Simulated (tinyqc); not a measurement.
Comparisons within one model: Shockley-Read-Hall recombination through one deep level. A value that a table varies takes the place of the one given here.

One level at Et with degeneracy 1: tn = 1/(sn vth Nt), tp = 1/(sp_ vth Nt), n1 = Nc exp((Et - Eg)/kT), p1 = Nv exp(-Et/kT), ni^2 = n1 p1. Equilibrium n0 = Nm, p0 = ni^2/Nm; n = n0 + dn, p = p0 + dn. U = (n p - ni^2)/(tp (n + n1) + tn (p + p1)), lifetime dn/U; emission rates en = sn vth n1, ep = sp_ vth p1.

Constants: kB = 8.617333262e-05 eV/K.

Values chosen for the exercise (gap and densities of states near those of Si at this temperature; shifted at random, so the results belong to these values and not to a real crystal): E1 = 0.236 eV (level (+1/0) above Ev); E2 = 0.702 eV (level (0/-1) above Ev); gm = 1 (degeneracy of the middle state, the others 1); T = 300 K; Eg = 1.123 eV (gap); Nc = 2.73e+19 1/cm^3 (conduction-band density of states); Nv = 1.15e+19 1/cm^3 (valence-band density of states); Nd = 3.1e+14 1/cm^3 (ionised shallow donors minus acceptors); Et = 0.702 eV (recombination level above Ev); Nt = 1.1e+14 1/cm^3 (defects); sn = 2.9e-16 cm^2 (electron capture cross-section); sp_ = 1e-15 cm^2 (hole capture cross-section); vth = 18000000 cm/s (thermal velocity, both carriers); Nm = 5.9e+15 1/cm^3 (equilibrium electrons for the lifetime steps); dn = 5.5e+12 1/cm^3 (excess pairs).

## Charge state against the Fermi level (deep level with several charge states)

Energies from Ev. The defect has charge states +1, 0, -1 with weights 1, gm exp((EF - E1)/kT), exp((2 EF - E1 - E2)/kT); the shares are the weights over their sum. Boltzmann carriers: n = Nc exp((EF - Eg)/kT), p = Nv exp(-EF/kT). Neutrality: p - n + Nd + Nt <q> = 0.

Shares:

| EF (eV) | +1 | 0 | -1 | <q> |
|---|---|---|---|---|
| 0.067 | 0.999 | 0.001 | 0.000 | 0.999 |
| 0.157 | 0.955 | 0.045 | 0.000 | 0.955 |
| 0.247 | 0.395 | 0.605 | 0.000 | 0.395 |
| 0.337 | 0.020 | 0.980 | 0.000 | 0.020 |
| 0.427 | 0.001 | 0.999 | 0.000 | 0.001 |
| 0.517 | 0.000 | 0.999 | 0.001 | -0.001 |
| 0.606 | 0.000 | 0.976 | 0.024 | -0.024 |
| 0.696 | 0.000 | 0.558 | 0.442 | -0.442 |
| 0.786 | 0.000 | 0.037 | 0.963 | -0.963 |
| 0.876 | 0.000 | 0.001 | 0.999 | -0.999 |
| 0.966 | 0.000 | 0.000 | 1.000 | -1.000 |
| 1.056 | 0.000 | 0.000 | 1.000 | -1.000 |

Where the levels are several kT apart the middle state rules between about E1 - kT ln gm = 0.236 and E2 + kT ln gm = 0.702 eV; its largest share listed is 0.999. Each step spreads from 10 % to 90 % over 4.4 kT = 0.114 eV.

## Defects against doping (deep level with several charge states)

Nt takes the listed multiples of |Nd|; the resistivity uses mobilities of 1000 (electrons) and 300 (holes) cm^2/(V s), chosen for the exercise, and e = 1.602176634e-19 C.

Neutral state:

| Nt/\|Nd\| | EF (eV) | n (1/cm^3) | p (1/cm^3) | rho (ohm cm) |
|---|---|---|---|---|
| 0.01 | 0.8284 | 3.07e+14 | 1.39e+05 | 20.3 |
| 0.10 | 0.8260 | 2.79e+14 | 1.53e+05 | 22.4 |
| 0.30 | 0.8195 | 2.18e+14 | 1.96e+05 | 28.6 |
| 0.60 | 0.8056 | 1.27e+14 | 3.36e+05 | 49.0 |
| 0.90 | 0.7786 | 4.47e+13 | 9.57e+05 | 140 |
| 1.10 | 0.7501 | 1.49e+13 | 2.88e+06 | 420 |
| 1.50 | 0.7188 | 4.43e+12 | 9.66e+06 | 1.41e+03 |
| 3.00 | 0.6839 | 1.15e+12 | 3.72e+07 | 5.43e+03 |
| 10.00 | 0.6452 | 2.56e+11 | 1.67e+08 | 2.43e+04 |

EF goes from 0.828 to 0.645 eV and the resistivity from 20.3 to 2.43e+04 ohm cm, with a largest value of 2.43e+04. The largest move of EF, -0.039 eV, comes between Nt/|Nd| = 3 and 10; the levels lie at 0.236 and 0.702 eV. A defect can take up to one carrier of either sign, so the doping can be cancelled no earlier than Nt = |Nd|, there only if EF lies well beyond the level that takes the carriers and otherwise at larger Nt (mean charge -0.10 in the last row).

## Lifetime against injection

Recombination:

| dn (1/cm^3) | lifetime (microsecond) | U (1/(cm^3 s)) |
|---|---|---|
| 1.0e+11 | 0.5053 | 1.98e+17 |
| 1.0e+12 | 0.5055 | 1.98e+18 |
| 1.0e+13 | 0.5082 | 1.97e+19 |
| 1.0e+14 | 0.5343 | 1.87e+20 |
| 1.0e+15 | 0.7576 | 1.32e+21 |
| 1.0e+16 | 1.600 | 6.25e+21 |
| 1.0e+17 | 2.150 | 4.65e+22 |
| 1.0e+18 | 2.236 | 4.47e+23 |

The lifetime rises from 0.5053 to 2.236 microsecond; tn + tp = 2.247. At low injection it is tp (1 + n1/n0) + tn p1/n0 with n1/Nm = 0.00039 and p1/Nm = 3.1e-09: re-emission is negligible, so minority capture alone counts. Auger and radiative paths are left out; they cut in at the highest injections, and in a doped direct-gap crystal the radiative one counts at all injections. dn = dp neglects trapped charge, which matters where the traps hold a charge comparable with dn, at low injection and with very unequal cross sections.

## Where a level does most harm

Et takes the values listed; G = Nt en ep/(en + ep) in a depleted region; the lifetime is for dn = 1e11 1/cm^3.

Results:

| Et (eV) | lifetime (microsecond) | G (1/(cm^3 s)) |
|---|---|---|
| 0.067 | 255 | 2.85e+07 |
| 0.157 | 8.33 | 9.27e+08 |
| 0.247 | 0.746 | 3.01e+10 |
| 0.337 | 0.512 | 9.80e+11 |
| 0.427 | 0.505 | 3.18e+13 |
| 0.517 | 0.505 | 1.01e+15 |
| 0.606 | 0.505 | 1.44e+15 |
| 0.696 | 0.505 | 4.62e+13 |
| 0.786 | 0.510 | 1.42e+12 |
| 0.876 | 0.671 | 4.38e+10 |
| 0.966 | 5.89 | 1.35e+09 |
| 1.056 | 176 | 4.14e+07 |

Generation peaks where en = ep, at Eg/2 + (kT/2) ln(sp_ Nv/(sn Nc)) = 0.566 eV; the largest value listed is at 0.606 eV, and G falls by a decade for each 0.060 eV away from the peak. The lifetime is within a factor 2 of its minimum, 0.505 microsecond, from 0.247 to 0.876 eV: recombination tolerates a wide range of Et, generation a narrow one.

## What moves lifetime and leakage

G = Nt en ep/(en + ep). Each row changes one parameter from the base and keeps the others.

Results:

| case | lifetime (microsecond) | G (1/(cm^3 s)) |
|---|---|---|
| base | 0.5069 | 3.67e+13 |
| Et = 0.742 eV | 0.5076 | 7.80e+12 |
| sn = 5.8e-16 cm^2 | 0.5061 | 3.67e+13 |
| sp_ = 2e-15 cm^2 | 0.2542 | 7.33e+13 |
| Nt = 5.5e+13 1/cm^3 | 1.014 | 1.83e+13 |
| Nm = 1.77e+16 1/cm^3 | 0.5057 | 3.67e+13 |
| dn = 1.65e+13 1/cm^3 | 0.5101 | 3.67e+13 |

The largest shifts from the base row, up to three for each result and ties (the steps differ in size, so this ranks the rows, not the parameters). lifetime (microsecond): Nt +0.507, sp_ -0.253, dn +0.00323. G (1/(cm^3 s)): sp_ +3.67e+13, Et -2.89e+13, Nt -1.83e+13; unchanged at the printed digits by sn, Nm and dn.

Computed by tinyqc, a small Python program: `OMP_NUM_THREADS=1 python tinyqc.py 1680125 1680126 out.jsonl` (the numbers bound the seed that draws the inputs); one thread of a shared host (Intel(R) Xeon(R) Processor @ 2.30GHz), about 0.01 s for the whole set of steps.
